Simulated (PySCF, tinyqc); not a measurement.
Ways to converge the cycle: SCF convergence aids in the sto-3g basis, for BeH+, spin multiplicity 1. Computed by the program tinyqc with PySCF. Command: `OMP_NUM_THREADS=1 python tinyqc.py 110224 110225 out.jsonl`; one thread of a shared host (Intel(R) Xeon(R) Processor @ 2.60GHz), about 0.4 s.

Geometry (angstrom):
```
atom       x       y       z
Be    0.0000  0.0000  0.0000
H     0.0000  0.0000  1.7050
```

lowest restricted solution found by these runs and by PySCF = -14.628449 hartree

RHF with one setting changed at a time; a run stops when the energy changes by less than 1e-09 hartree and the error matrix is below 1e-5. The start is the Wolfsberg-Helmholz matrix. Damping d keeps d of the old density; a shift (hartree) raises the virtual levels; DIIS n extrapolates F over n matrices.

Largest element of the error matrix X^T (FDS - SDF) X:
```
iteration    plain  damping 0.3  damping 0.6  shift 0.4   DIIS 3   DIIS 8
1          1.4e-01      1.4e-01      1.4e-01    1.4e-01  1.4e-01  1.4e-01
2          5.6e-02      6.3e-02      9.2e-02    6.8e-02  5.6e-02  5.6e-02
3          3.7e-02      4.9e-02      6.1e-02    5.9e-02  3.2e-02  3.2e-02
4          2.1e-02      3.7e-02      5.3e-02    5.0e-02  8.3e-03  8.3e-03
5          1.1e-02      2.6e-02      4.6e-02    4.1e-02  2.5e-03  6.6e-03
6          5.7e-03      1.8e-02      4.0e-02    3.3e-02  1.8e-04  1.0e-03
8          1.4e-03      8.1e-03      2.8e-02    2.0e-02  1.5e-06  2.9e-06
10         3.3e-04      3.5e-03      2.0e-02    1.2e-02        -        -
14         1.8e-05      5.9e-04      8.5e-03    3.5e-03        -        -
20               -      4.0e-05      2.2e-03    5.2e-04        -        -
30               -            -      2.3e-04    2.1e-05        -        -
```

How each run ends:
```
run          iterations  E (hartree)         state
plain                15   -14.628449  lowest found
damping 0.3          24   -14.628449  lowest found
damping 0.6          44   -14.628449  lowest found
shift 0.4            33   -14.628449  lowest found
DIIS 3                8   -14.628449  lowest found
DIIS 8                9   -14.628449  lowest found
```

6 of 6 runs reach the lowest restricted solution found, in 8 to 44 iterations (fastest: DIIS 3). Plain steps already contract here, so damping only slows them. DIIS 3 and DIIS 8 gain by cancelling the error over several earlier matrices, much as a quasi-Newton step does. The restricted reference is unstable here: a spin-polarised solution lies 0.0008 hartree lower (PySCF), so results built on it describe a poor reference.
